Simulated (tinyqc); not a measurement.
Kinetic Monte Carlo and master equation for a particle on a ring of sites with traps and bias: one step, computed by the program tinyqc.

5 sites on a ring, numbered 1 to 5. The saddle between i and i+1 lies at E0 + s b_i and site i at s eps_i; a force F tilts the landscape, with the saddle half-way.

Question. Rate table. Rates: k(i to i+1) = nu exp(-(E0 + s b_i - s eps_i - F a/2)/(k_B T)), k(i to i-1) = nu exp(-(E0 + s b_(i-1) - s eps_i + F a/2)/(k_B T)). Share right = k right/(k right + k left); mean stay = 1/(k right + k left).

Inputs (values chosen for the exercise, for a model defect):
```
quantity                        value         unit
reference barrier E0             0.84           eV
scale factor s of the disorder      1            -
attempt frequency nu              2.1          THz
temperature T                     690            K
site spacing a                    2.6     angstrom
force F along the ring           0.02  eV/angstrom
```

Disorder: random barriers.

site energies eps_i (eV): 0  0  0  0  0

saddle shifts b_i between sites i and i+1 (eV): 0.057  -0.048  0.056  -0.029  -0.015

Constants: k_B = 8.617333262e-05 eV/K.

Give: Rates, shares of right hops and mean stays.

Answer.

Rates, shares of right hops and mean stays:
```
site  k right (1/s)  k left (1/s)  share right  mean stay (s)
1         9.129e+05     1.278e+06       0.4167      4.565e-07
2         5.337e+06     3.807e+05       0.9334      1.749e-07
3         9.284e+05     2.226e+06       0.2943      3.170e-07
4         3.878e+06     3.872e+05       0.9092      2.345e-07
5         3.064e+06     1.617e+06       0.6545      2.136e-07
```

The particle stays longest on site 1, 2.6 times as long as on the quickest site.
